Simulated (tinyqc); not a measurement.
Implant damage, amorphisation by cascade overlap, and solid-phase epitaxial regrowth: one step, computed by the program tinyqc. Command: `OMP_NUM_THREADS=1 python tinyqc.py 3111611 3111612 out.jsonl sper walk`. One thread of a shared host (Intel(R) Xeon(R) Processor @ 2.30GHz), about 0.01 s of CPU time with the checks.

Range and width of the damage are inputs. Dynamic annealing enters only through the surviving share f.

Problem. The amorphous layer. Displaced share x(z) = f nu Q exp(-(z - R_d)^2/(2 s_d^2))/(sqrt(2 pi) s_d N); the layer is amorphous where x > x_c, between R_d -/+ s_d sqrt(2 ln(x_max/x_c)), the upper edge being cut at the surface. Threshold dose Q_c = Q x_c/x_max.

Inputs (values chosen for the exercise, modelled on indium ions in germanium): atomic density N = 44.2 1/nm^3; depth of the damage peak R_d = 37 nm; width of the damage profile s_d = 18 nm; share of defects that survive f = 0.35; critical displaced share x_c = 0.19; dose Q = 1.9e+14 1/cm^2.

displacements per ion nu = 1856.853

Give: peak displaced share x_max; threshold dose Q_c; upper edge; lower edge.

Solution.

peak displaced share x_max = 0.61918

threshold dose Q_c = 5.8303e+13 1/cm^2

upper edge = 9.3319 nm

lower edge = 64.668 nm

The layer is buried, so it regrows from both sides and the two fronts meet in a defect plane.
